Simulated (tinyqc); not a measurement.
Resistance of a circular point contact between the ballistic and the diffusive limit: two steps of the calculation.

Two half-spaces of a free-electron metal (one valley, spin 2) meet through a circular opening of radius a in an insulating sheet.

Parameters, values chosen for the exercise:
```
symbol,value,unit,meaning
n,6.6e20,cm^-3,free-electron density
l,2.8,nm,mean free path
a,7.7,nm,radius of the opening
```

Constants: q = 1.602176634e-19 C, hbar = 1.054571817e-34 J s. Results are converted to the units shown.

Problem 1. Fermi wave number and resistivity. kF = (3 pi^2 n)^(1/3), resistivity rho = hbar kF/(n q^2 l). Maxwell: RM = rho/(2 a); Sharvin: RS = 4 rho l/(3 pi a^2); interpolation R = RS + gamma RM, gamma = (1 + 0.83 K)/(1 + 1.33 K), K = l/a.

Give: kF; rho; modes (kF a)^2/4.

Solution 1.

kF = 2.694 1/nm
rho = 598.8 uohm cm
modes (kF a)^2/4 = 107.5

Problem 2. Resistances. 

rho = 598.79071 uohm cm

Wanted: RM; RS; gamma; R.

Solution 2.

RM = 388.8 ohm
RS = 120.0 ohm
gamma = 0.8775
R = 461.2 ohm

The Sharvin term makes up 26.0 % of R; it equals (h/2q^2) over the number of modes.

Computed by the program tinyqc: `OMP_NUM_THREADS=1 python tinyqc.py 2760108 2760109 out.jsonl`, one thread of a shared Intel Xeon 2.30GHz, about 0.01 s for the whole run.
